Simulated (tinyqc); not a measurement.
Ballistic Schottky-barrier transistor with a one-dimensional channel, WKB contacts: effect of the drain bias on the off state.

Source Fermi level 0, drain Fermi level -Vd. Far from the contacts Ec = pn - psi, and the gate moves psi one to one; the band edges relax as exp(-x/lam) from pn at the source and pn - Vd at the drain; Ev = Ec - Eg. A carrier of energy w inside the channel band meets at a contact a barrier of height D (the contact edge beyond the channel edge): T = 1 for w >= D, else exp(-S), S = 4 lam sqrt(m/C) [sqrt(D - w) - sqrt(w) arctan sqrt((D - w)/w)], C = hbar^2/(2 m0). The two contacts combine as Ts Td/(Ts + Td - Ts Td).

I = g (2 q^2/h) int T(w) [f(Es + w) - f(Ed + w)] dw, f(y) = 1/(1 + exp(y/Vt)). Electrons: Ds = psi, Dd = psi - Vd, Es = Ec, Ed = Ec + Vd. Holes: Ds = -psi, Dd = Vd - psi, Es = -Ev, Ed = -Ev - Vd. The size of each current is taken; both flow from drain to source and add. The integrals are converged. For each Vd, psi is set to the minimum of I.

Inputs (values chosen for the exercise); channel values close to those of a silicon nanowire with silicide contacts: temperature T = 350 K; band gap Eg = 1.12 eV; barrier for electrons at both contacts pn = 0.69 eV; electron mass mn = 0.2 m0; hole mass mp = 0.26 m0; valleys or subbands g = 2; screening length at the contacts lam = 4.8 nm.

Constants: q = 1.602176634e-19 C, kB = 1.380649e-23 J/K, hbar = 1.054571817e-34 J s, h = 6.62607015e-34 J s, m0 = 9.1093837015e-31 kg, Vt = kB T/q, hbar^2/(2 m0) = 0.0380998212 eV nm^2. Results are converted to the units shown.

Effect of the drain bias on the off state:
```
Vd (V)  psi at the minimum (V)  smallest I (uA)
0.05                     0.266          8.25e-9
0.21                     0.380          4.10e-8
0.37                     0.496          1.69e-7
0.53                     0.609          7.55e-7
0.68                     0.714          3.28e-6
0.84                     0.758          1.16e-5
1                        0.818          2.77e-5
```

What does the table show?

The smallest current rises from 8.25e-9 to 2.77e-5 uA, 2.37 decades a volt between the last two rows, and the minimum moves by 0.58 V a volt over the table: a larger Vd lets holes enter from the drain while electrons still enter from the source.

Range of the model: No scattering, image-force lowering, channel charge or band-to-band tunnelling; parabolic kappa overstates S deep in the gap.

Numbers from tinyqc (`OMP_NUM_THREADS=1 python tinyqc.py 2390030 2390031 out.jsonl`; about 0.05 s on one thread of a shared Intel Xeon 2.30GHz).
